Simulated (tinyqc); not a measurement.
Photoionisation line shapes: hydrogenic impurity: series, fields, screening, photoionisation and donor-acceptor pairs. Computed by tinyqc, a small Python program. Command: `OMP_NUM_THREADS=1 python tinyqc.py 3029931 3029932 out.jsonl hydrogenic walk`. One thread of a shared host (Intel(R) Xeon(R) Processor @ 2.30GHz), about 0.01 s of CPU time with the checks.

One isotropic, parabolic band. Effective units: Ry* and a*, in which H = -nabla^2 - 2/r.

Inputs (values chosen for the exercise, modelled on InP): electron mass m = 0.0764 m_0; dielectric constant eps = 12.5; depth of a short-range centre E_i = 60 meV.

Parts treated: magnetic field and photoionisation.

Constants: Ry = 13.605693123 eV; a_0 = 0.529177210903 angstrom; h x 1 THz = 4.135667696 meV.

Method. Ry* = Ry m/eps^2, a* = a_0 eps/m; level n is bound by Ry*/n^2; <r> = (3/2) a* in 1s; lines 1s -> np at Ry* (1 - 1/n^2); 1 THz = 4.135667696 meV. With x = h nu/E above threshold, normalised to their maxima: hydrogenic 1s: x^-4 exp(4 - 4 atan(k)/k)/(1 - exp(-2 pi/k)), k = sqrt(x - 1), which is 1 at threshold; delta-function centre (Lucovsky): 8 (x - 1)^(3/2)/x^3, which is 1 at x = 2. Energies use E = Ry* and E = E_i; band-to-band absorption, which hides both above the gap, is left out.

Ry* = 6.65264 meV

Relative cross-sections:
```
x     h nu, hydrogenic (meV)  hydrogenic  h nu, short-range centre (meV)  Lucovsky
1.05                   6.985  8.7772e-01                              63    0.0773
1.20                   7.983  6.1222e-01                              72    0.4141
1.50                   9.979  3.3174e-01                              90    0.8381
2                     13.305  1.4774e-01                             120    1.0000
2.50                  16.632  7.7836e-02                             150    0.9406
3.50                  23.284  2.9036e-02                             210    0.7376
5                     33.263  9.9730e-03                             300    0.5120
8                     53.221  2.3612e-03                             480    0.2894
```

What follows from these numbers?

The Coulomb tail makes the hydrogenic cross-section largest at threshold, 6.65 meV; the short-range (neutral) centre starts from zero and peaks at twice its depth, 120.0 meV.

Extremes, crossings and ranges named in words are read from the listed rows.
